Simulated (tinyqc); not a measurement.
Pariser-Parr-Pople SCF with singles CI, for the molecule C=CC=CC=C(Cl)N=C (SMILES; centres numbered as the heavy atoms are written), step by step. One step of it, computed by the program tinyqc.

Problem. Iteration 3: Fock matrix. F_rr = H_rr + P_rr gamma_rr / 2 + sum_(s != r) P_ss gamma_rs; F_rs = H_rs - P_rs gamma_rs / 2; E = tr P (H + F) / 2 + core repulsion sum_(r<s) z_r z_s gamma_rs.

P after iteration 2:
```
            1C         2C         3C         4C         5C         6C        7Cl         8N
1C    1.047263   0.868715  -0.052248  -0.334590   0.056897   0.215201  -0.156341   0.009544
2C    0.868715   1.005835   0.478007   0.005524  -0.106558  -0.001885   0.035654   0.023067
3C   -0.052248   0.478007   1.037510   0.752567  -0.065183  -0.301602   0.182279  -0.007378
4C   -0.334590   0.005524   0.752567   1.016517   0.542374   0.001752  -0.097085  -0.076575
5C    0.056897  -0.106558  -0.065183   0.542374   1.061321   0.714879  -0.227730  -0.006566
6C    0.215201  -0.001885  -0.301602   0.001752   0.714879   1.006976   0.356793   0.429699
7Cl  -0.156341   0.035654   0.182279  -0.097085  -0.227730   0.356793   1.794462  -0.034504
8N    0.009544   0.023067  -0.007378  -0.076575  -0.006566   0.429699  -0.034504   1.142695
9C   -0.162360  -0.008271   0.205899   0.024757  -0.303967  -0.061022  -0.140682   0.883061

            9C
1C   -0.162360
2C   -0.008271
3C    0.205899
4C    0.024757
5C   -0.303967
6C   -0.061022
7Cl  -0.140682
8N    0.883061
9C    0.887422
```

core matrix H (eV):
```
             1C          2C          3C          4C          5C          6C         7Cl          8N
1C   -34.493626   -2.390000    0.000000    0.000000    0.000000    0.000000    0.000000    0.000000
2C    -2.390000  -39.206349   -2.390000    0.000000    0.000000    0.000000    0.000000    0.000000
3C     0.000000   -2.390000  -42.133110   -2.390000    0.000000    0.000000    0.000000    0.000000
4C     0.000000    0.000000   -2.390000  -44.949658   -2.390000    0.000000    0.000000    0.000000
5C     0.000000    0.000000    0.000000   -2.390000  -45.727570   -2.390000    0.000000    0.000000
6C     0.000000    0.000000    0.000000    0.000000   -2.390000  -48.004214   -1.590000   -2.510000
7Cl    0.000000    0.000000    0.000000    0.000000    0.000000   -1.590000  -53.655234    0.000000
8N     0.000000    0.000000    0.000000    0.000000    0.000000   -2.510000    0.000000  -46.025050
9C     0.000000    0.000000    0.000000    0.000000    0.000000    0.000000    0.000000   -2.510000

             9C
1C     0.000000
2C     0.000000
3C     0.000000
4C     0.000000
5C     0.000000
6C     0.000000
7Cl    0.000000
8N    -2.510000
9C   -38.041553
```

repulsion gamma_rs (eV):
```
            1C         2C         3C         4C         5C         6C        7Cl         8N
1C   11.130000   5.344829   3.871592   2.881123   2.343721   1.946694   1.892260   1.693306
2C    5.344829  11.130000   5.345303   3.872630   2.881112   2.343721   2.307049   1.964117
3C    3.871592   5.345303  11.130000   5.346616   3.872553   2.881190   2.669941   2.369016
4C    2.881123   3.872630   5.346616  11.130000   5.344187   3.871515   3.605512   2.918843
5C    2.343721   2.881112   3.872553   5.344187  11.130000   5.344829   3.979469   3.941107
6C    1.946694   2.343721   2.881190   3.871515   5.344829  11.130000   5.552633   5.478368
7Cl   1.892260   2.307049   2.669941   3.605512   3.979469   5.552633  13.000000   4.042072
8N    1.693306   1.964117   2.369016   2.918843   3.941107   5.478368   4.042072  12.300000
9C    1.467840   1.680539   1.946957   2.343721   2.881123   3.872630   3.606298   5.476148

            9C
1C    1.467840
2C    1.680539
3C    1.946957
4C    2.343721
5C    2.881123
6C    3.872630
7Cl   3.606298
8N    5.476148
9C   11.130000
```

Centres (angstrom, eV; a flat drawing with bonds scaled to 1.40 angstrom):
```
centre          x          y  core charge z          W   gamma_rr
1C      -4.474000  -0.216000              1  11.160000  11.130000
2C      -3.213000   0.393000              1  11.160000  11.130000
3C      -2.055000  -0.394000              1  11.160000  11.130000
4C      -0.795000   0.215000              1  11.160000  11.130000
5C       0.363000  -0.573000              1  11.160000  11.130000
6C       1.624000   0.036000              1  11.160000  11.130000
7Cl      1.727000   1.432000              2  26.000000  13.000000
8N       2.781000  -0.751000              1  14.100000  12.300000
9C       4.042000  -0.142000              1  11.160000  11.130000
```

Give: F; pi energy.

Solution.

F (eV):
```
          1C       2C       3C       4C       5C       6C       7Cl       8N
1C   -5.2632  -4.7116   0.1011   0.4820  -0.0667  -0.2095    0.1479  -0.0081
2C   -4.7116  -5.2355  -3.6675  -0.0107   0.1535   0.0022   -0.0411  -0.0227
3C    0.1011  -3.6675  -5.2561  -4.4018   0.1262   0.4345   -0.2433   0.0087
4C    0.4820  -0.0107  -4.4018  -5.3775  -3.8393  -0.0034    0.1750   0.1118
5C   -0.0667   0.1535   0.1262  -3.8393  -5.4353  -4.3005    0.4531   0.0129
6C   -0.2095   0.0022   0.4345  -0.0034  -4.3005  -5.7462   -2.5806  -3.6870
7Cl   0.1479  -0.0411  -0.2433   0.1750   0.4531  -2.5806  -13.6198   0.0697
8N   -0.0081  -0.0227   0.0087   0.1118   0.0129  -3.6870    0.0697  -8.0113
9C    0.1192   0.0070  -0.2004  -0.0290   0.4379   0.1182    0.2537  -4.9279

          9C
1C    0.1192
2C    0.0070
3C   -0.2004
4C   -0.0290
5C    0.4379
6C    0.1182
7Cl   0.2537
8N   -4.9279
9C   -5.7867
```

pi energy = -141.2559 eV
